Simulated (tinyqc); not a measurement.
Square lattice in a magnetic field (Harper-Hofstadter model), step by step. Values are carried at full precision from step to step, so a last printed digit may differ when a step is redone from the rounded ones.

Constants: h/e = 413566.7697 T angstrom^2.

Inputs chosen for the exercise:
- p = 2 (flux per plaquette p/q, in units of h/e)
- q = 5
- a = 1000 angstrom (period)
- tx = 1.6 meV (hopping along x)
- ty = 1.6 meV (hopping along y)
- k = (0.355, 0.081) (kx, ky)

## The field behind the flux

B = (p/q)(h/e)/a^2, and the field for one flux quantum a cell.

B = 0.1654 T
field for one quantum = 0.4136 T

## The Harper matrix

Landau gauge, lattice period 1: the magnetic cell has q sites j = 0 to q - 1 along x. H_jj = -2 ty cos(ky + 2 pi p j/q), H_(j,j+1) = -tx, and the bond from q - 1 back to 0 is H_(q-1,0) = -tx exp(i q kx). The levels depend on k only through cos(q kx) and cos(q ky), so the band edges lie at (0, 0) and (pi/q, pi/q).

Fill it in at the given k.

H(k) (meV), lower triangle (Hermitian):
```
,0,1,2,3,4
0,-3.1895
1,-1.6000,2.7326
2,0,-1.6000,-1.2319
3,0,0,-1.6000,-0.7394
4,0.3245-1.5668i,0,0,-1.6000,2.4282
```

## Levels at that k

Diagonalise; the trace is a check.

levels (meV): -4.1015  -2.9326  -0.0994  3.1643  3.9692

trace = 0.0000 meV

## Band edges

Diagonalise at (0, 0) and (pi/q, pi/q).

Bands (meV):
```
band,bottom,top,width,gap above
1,-4.1889,-3.7324,0.4565,0.2515
2,-3.4809,-2.7435,0.7374,2.4626
3,-0.2809,0.2809,0.5618,2.4626
4,2.7435,3.4809,0.7374,0.2515
5,3.7324,4.1889,0.4565,-
```

The bands cover 2.949 meV of the zero-field width 4 (tx + ty) = 12.8 meV.

## Hall conductance of the gaps

Gap r (r bands filled) has sigma_xy = t_r e^2/h in size and relative sign, where r = q s_r + p t_r with integers and |t_r| <= q/2; the Chern number of band r is t_r - t_(r-1), with t_0 = t_q = 0.

Integers:
```
r,t_r,s_r,Chern number of band r
1,-2,1,-2
2,1,0,3
3,-1,1,-2
4,2,0,3
5,0,1,-2
```

The first gap carries t = -2; a single Landau level would carry 1.

## Checks

- Size of the Chern number of band 1 from plaquette phases against the integer equation: both 2.00.

Run: tinyqc, `OMP_NUM_THREADS=1 python tinyqc.py 1250446 1250447 out.jsonl`; Intel(R) Xeon(R) Processor @ 2.30GHz, one thread, shared host; about 0.03 s of CPU time with all checks.
